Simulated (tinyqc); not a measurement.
# Surface potential of a MOS transistor: implicit equation and explicit approximations: effects of single changes

p-type body, charge-sheet picture, depletion and inversion only, full ionisation (an idealisation for deep acceptors), Boltzmann statistics (rough once Na exp(x - xn) passes about Nc/7). In units of Vt: xg = (Vg - Vfb)/Vt, x = psi/Vt, G = gamma/sqrt(Vt), xn = (2 phiF + Vc)/Vt. The implicit equation is (xg - x)^2 = G^2 [x - 1 + exp(x - xn)] for x above about 3. Cox = eps0 eox/tox.

Parameters, values chosen for the exercise; band and dielectric values close to those of silicon:
- T = 300 K (temperature)
- Eg = 1.11 eV (band gap)
- eps_r = 11.8 (relative permittivity)
- Nc = 2.82e19 cm^-3 (conduction-band density of states at T)
- Nv = 2.62e19 cm^-3 (valence-band density of states at T)
- eox = 9.02 (relative permittivity of the gate insulator (close to aluminium oxide))
- tox = 5.3 nm (insulator thickness)
- Na = 9.5e16 cm^-3 (acceptor density)
- Vfb = -0.36 V (flat-band voltage)
- Vc = 0.2 V (channel-body voltage)
- Vg = 1.45 V (gate-body voltage)

Constants: q = 1.602176634e-19 C, kB = 1.380649e-23 J/K, Vt = kB T/q, eps0 = 8.8541878128e-14 F/cm where lengths are in cm. Results are converted to the units shown.

Each table varies one quantity; the others keep the values above.

## Accuracy of the approximations against gate voltage

ni = sqrt(Nc Nv) exp(-Eg/(2 Vt)), Eg in volts; phiF = Vt ln(Na/ni); gamma = sqrt(2 q eps0 eps_r Na)/Cox; VT = Vfb + Vt (xn + G sqrt(xn - 1)). Depletion value a = 1 + [sqrt(G^2/4 + xg - 1) - G/2]^2; inversion value b = xn + ln[(xg - xn)^2/G^2 - xn + 1] and first guess y = min(a, b) - ln(1 + exp(-|a - b|)) if a > xn + 1, else b = y = a; one second-order correction with D = exp(y - xn), p = 2 (xg - y) + G^2 (1 + D), w = (xg - y)^2 - G^2 (y - 1 + D): z = y + 2 w/(p + sqrt(p^2 - 2 (2 - G^2 D) w)), or the Newton step z = y + w/p where the root is not real. N_inv = (Cox Vt G/q) [sqrt(x - 1 + exp(x - xn)) - sqrt(x - 1)] at the root. Lambert form (Cox m Vt/q) W0[(G/(2 m sqrt(xn - 1))) exp((Vg - VT)/(m Vt))], m = 1 + G/(2 sqrt(xn - 1)). Errors under 1e-4 mV, and the linear form below VT, are printed as 0.

Accuracy of the approximations against gate voltage:

| Vg (V) | psi (V) | x - xn | error of y (mV) | error of z (mV) | N_inv (cm^-2) | Cox (Vg - VT)/q (cm^-2) | Lambert form (cm^-2) |
|---|---|---|---|---|---|---|---|
| 0.38 | 0.64674 | -14.343 | 0 | 0 | 10774 | 0 | 7762.4 |
| 0.58 | 0.83363 | -7.1140 | 1.30e-3 | 0 | 1.3025e7 | 0 | 1.1518e7 |
| 0.78 | 1.0203 | 0.10620 | 1.60 | 0 | 1.5931e10 | 4.3287e10 | 1.6059e10 |
| 0.98 | 1.1304 | 4.3647 | 26.4 | 8.57 | 8.0171e11 | 1.9243e12 | 8.6903e11 |
| 1.18 | 1.1681 | 5.8226 | 19.4 | 5.33 | 2.3085e12 | 3.8054e12 | 2.4800e12 |
| 1.38 | 1.1900 | 6.6724 | 14.8 | -1.57 | 3.9715e12 | 5.6864e12 | 4.2238e12 |
| 1.58 | 1.2056 | 7.2750 | 12.2 | -0.714 | 5.6980e12 | 7.5675e12 | 6.0139e12 |
| 1.78 | 1.2177 | 7.7420 | 10.4 | -0.402 | 7.4594e12 | 9.4485e12 | 7.8270e12 |
| 1.98 | 1.2275 | 8.1230 | 9.09 | -0.254 | 9.2428e12 | 1.1330e13 | 9.6540e12 |

psi rises from 0.647 to 1.23 V and ends 8.1 Vt above 2 phiF + Vc. Among the rows the first guess is off by at most 26 mV (at Vg = 0.98 V) and the corrected value by at most 8.6 mV. In the last row the linear form is 23 % above N_inv and the Lambert form 4.4 % above it; in the first row the Lambert form is 28 % below it. For Vg = 0.98, 1.18, 1.38, 1.58, 1.78, 1.98 the electron quasi-Fermi level lies less than 2 Vt below the band edge at the surface, or above it, where degeneracy and confinement, left out, matter.

## Effect of the acceptor density at fixed gate voltage

Same model as above.

Vfb is held fixed.

Results:

| Na (cm^-3) | psi (V) | x - xn | error of y (mV) | error of z (mV) | N_inv (cm^-2) | Cox (Vg - VT)/q (cm^-2) | Lambert form (cm^-2) |
|---|---|---|---|---|---|---|---|
| 3.2e15 | 1.116 | 10.58 | 17.2 | -3.56 | 6.316e12 | 8.918e12 | 7.003e12 |
| 6.9e15 | 1.134 | 9.760 | 16.4 | -2.70 | 6.040e12 | 8.451e12 | 6.629e12 |
| 1.5e16 | 1.153 | 8.924 | 15.6 | -2.07 | 5.711e12 | 7.932e12 | 6.204e12 |
| 3.3e16 | 1.171 | 8.070 | 14.8 | -1.59 | 5.303e12 | 7.332e12 | 5.701e12 |
| 1.6e17 | 1.208 | 6.309 | 13.4 | -1.01 | 4.095e12 | 5.742e12 | 4.315e12 |
| 3.5e17 | 1.223 | 5.355 | 13.2 | -0.952 | 3.179e12 | 4.620e12 | 3.320e12 |
| 7.6e17 | 1.234 | 4.216 | 14.6 | -1.35 | 1.956e12 | 3.141e12 | 2.026e12 |

Estimate the missing row, Na = 7.3e16 cm^-3.

Computed row:

| Na (cm^-3) | psi (V) | x - xn | error of y (mV) | error of z (mV) | N_inv (cm^-2) | Cox (Vg - VT)/q (cm^-2) | Lambert form (cm^-2) |
|---|---|---|---|---|---|---|---|
| 7.3e16 | 1.190 | 7.198 | 14.0 | -1.24 | 4.778e12 | 6.616e12 | 5.084e12 |

With this row back in the table: As Na goes from 3.2e15 to 7.6e17, psi rises from 1.12 to 1.23 V, x - xn falls from 10.6 to 4.22 and N_inv falls from 6.32e12 to 1.96e12 cm^-2. The Lambert form lies between 1.04 and 1.11 times N_inv. In every row the electron quasi-Fermi level lies less than 2 Vt below the band edge at the surface, or above it, where degeneracy and confinement, left out, matter.

Program tinyqc, `OMP_NUM_THREADS=1 python tinyqc.py 2122139 2122140 out.jsonl`; Intel Xeon 2.30GHz, shared host, one thread, about 0.01 s.
